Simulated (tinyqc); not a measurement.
Avalanche multiplication and breakdown of a junction from ionisation integrals: one step, computed by the program tinyqc.

Ionisation coefficients follow the local field. Position x runs through the depletion layer from the p side (x = 0), where electrons enter, to the n side (x = w), where holes enter. The built-in voltage is neglected.

Problem. Coefficients at the critical field. alpha_n = a_n exp(-(b_n/F)^c), alpha_p = a_p exp(-(b_p/F)^c).

Inputs (values chosen for the exercise, modelled on silicon):

| quantity | value | unit |
|---|---|---|
| electron prefactor a_n | 726000 | 1/cm |
| electron field b_n | 1.19e+06 | V/cm |
| hole prefactor a_p | 1.5e+06 | 1/cm |
| hole field b_p | 2.01e+06 | V/cm |
| exponent c | 1 | - |

Junction: punch-through p+ n- n+.

critical field F_m = 0.2668751 MV/cm

Give: alpha_n; alpha_p; ratio k = alpha_p/alpha_n; shorter ionisation length.

Solution.

alpha_n = 8403 1/cm

alpha_p = 803.8 1/cm

ratio k = alpha_p/alpha_n = 0.09566

shorter ionisation length = 1.190 micrometre

Electrons ionise more readily at the peak field.
